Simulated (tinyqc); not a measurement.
# Short-channel transistor, virtual-source model with series resistance: what changes with what

The current per gate width is the charge at the top of the source barrier (the virtual source) times its velocity times a saturation function; al and be are fitting constants of the model. Units: I in uA/um, Rs in ohm um, so I Rs = 1e-6 I Rs in volts; Q in uC/cm^2, so I = 1e-4 Q vx0 Fsat with vx0 in cm/s.

Values chosen for this exercise: temperature T = 325 K; inversion capacitance Cinv = 1.83 uF/cm^2; velocity at the virtual source vx0 = 3.56e7 cm/s; apparent mobility mu = 1100 cm^2/(V s); channel length L = 32 nm; threshold at zero drain voltage VT0 = 0.45 V; drain-induced barrier lowering dl = 0.043 V/V; subthreshold factor n0 = 1.18; growth of n with drain voltage nd = 0 1/V; threshold shift (in units of Vt) from weak to strong inversion al = 3.5; sharpness of saturation be = 1.8; series resistance of each contact Rs = 30 ohm um.

Constants: q = 1.602176634e-19 C, kB = 1.380649e-23 J/K, Vt = kB T/q. Results are converted to the units shown.

Each table varies one quantity; the others keep the values above.

## Transfer curves at low and high drain voltage

Intrinsic voltages Vg' = Vgs - I Rs, Vd' = Vds - 2 I Rs. n = n0 + nd Vd', VT = VT0 - dl Vd', Ff = 1/(1 + exp((Vg' - VT + al Vt/2)/(al Vt))), Q = Cinv n Vt ln(1 + exp((Vg' - VT + al Vt Ff)/(n Vt))), Vdsat = (vx0 L/mu)(1 - Ff) + Vt Ff, Fsat = u/(1 + u^be)^(1/be) with u = Vd'/Vdsat, and I = Q vx0 Fsat per width. I is solved self-consistently. Columns for Vds = 0.05 V and 0.8 V; gm = dI/dVgs at 0.8 V.

Transfer curves at low and high drain voltage:

| Vgs (V) | I, low Vds (uA/um) | I, high Vds (uA/um) | gm (uS/um) |
|---|---|---|---|
| 0 | 0.004326 | 0.01346 | 0.3980 |
| 0.1 | 0.08027 | 0.2472 | 7.039 |
| 0.2 | 1.266 | 3.823 | 99.34 |
| 0.3 | 13.99 | 40.85 | 850.2 |
| 0.4 | 79.91 | 221.2 | 2847 |
| 0.5 | 201.2 | 585.3 | 4239 |
| 0.6 | 311.6 | 1041 | 4803 |
| 0.7 | 397.5 | 1536 | 5052 |
| 0.8 | 463.5 | 2047 | 5162 |

What does the table show?

At Vds = 0.8 V the current spans 5.2 decades, from 0.0135 to 2050 uA/um. Between the first two rows the swing is 79.1 mV a decade, against n Vt ln 10 = 76.1. At Vgs = 0 the higher drain voltage raises the current by a factor of 3.11, at Vgs = 0.8 V by 4.42. The transconductance rises from 0.398 to 5160 uS/um; Cinv vx0, its value in strong inversion and saturation without series resistance, is 6510 uS/um.

## Supply voltage at a fixed off current

For each supply Vdd, VT0 is set so that I(Vgs = 0, Vds = Vdd) = 10 nA/um; Ion = I(Vdd, Vdd); C = Cinv L + 0.77 fF/um of parasitic capacitance; delay C Vdd/Ion, energy C Vdd^2.

Supply voltage at a fixed off current:

| Vdd (V) | VT0 (V) | Ion (uA/um) | delay (ps) | energy (fJ/um) |
|---|---|---|---|---|
| 0.4 | 0.4427 | 190.9 | 2.840 | 0.2169 |
| 0.5 | 0.4471 | 536.6 | 1.263 | 0.3389 |
| 0.6 | 0.4514 | 985.2 | 0.8256 | 0.4880 |
| 0.7 | 0.4557 | 1479 | 0.6415 | 0.6642 |
| 0.8 | 0.4600 | 1996 | 0.5435 | 0.8676 |
| 0.9 | 0.4643 | 2523 | 0.4836 | 1.098 |
| 1 | 0.4687 | 3055 | 0.4437 | 1.356 |
| 1.1 | 0.4730 | 3591 | 0.4153 | 1.640 |

Read the table: what changes, and by how much?

The VT0 needed rises from 0.443 to 0.473 V and Ion rises from 191 to 3590 uA/um. The delay falls from 2.84 to 0.415 ps, while the energy grows as Vdd^2. Going from 0.4 to 0.5 V changes the delay by -56 %, going from 1 to 1.1 V by -6.4 %.

## Output curve

Same model as above.

gds = dI/dVds, gm = dI/dVgs.

In this table Vgs = 0.8 V.

Results:

| Vds (V) | I (uA/um) | Fsat | gds (uS/um) | gain gm/gds |
|---|---|---|---|---|
| 0.09 | 799.4 | 0.3720 | 7865 | 0.1427 |
| 0.18 | 1370 | 0.6668 | 4737 | 0.5533 |
| 0.36 | 1820 | 0.9051 | 1144 | 3.958 |
| 0.45 | 1900 | 0.9408 | 686.7 | 7.036 |
| 0.53 | 1946 | 0.9581 | 500.7 | 9.935 |
| 0.62 | 1986 | 0.9698 | 393.4 | 12.88 |
| 0.71 | 2019 | 0.9772 | 335.6 | 15.27 |
| 0.8 | 2047 | 0.9821 | 301.9 | 17.10 |

Estimate the missing row, Vds = 0.27 V.

Computed row:

| Vds (V) | I (uA/um) | Fsat | gds (uS/um) | gain gm/gds |
|---|---|---|---|---|
| 0.27 | 1674 | 0.8302 | 2269 | 1.708 |

With this row back in the table: The current rises from 799 to 2050 uA/um as Fsat rises from 0.372 to 0.982; gds falls from 7870 to 302 uS/um. The gain ends at 17.1, against 1/dl = 23.3 for a current that depends on Vds through barrier lowering alone; it falls short because Fsat is still growing.

Program tinyqc, `OMP_NUM_THREADS=1 python tinyqc.py 2380171 2380172 out.jsonl`; Intel Xeon 2.30GHz, shared host, one thread, about 0.02 s.
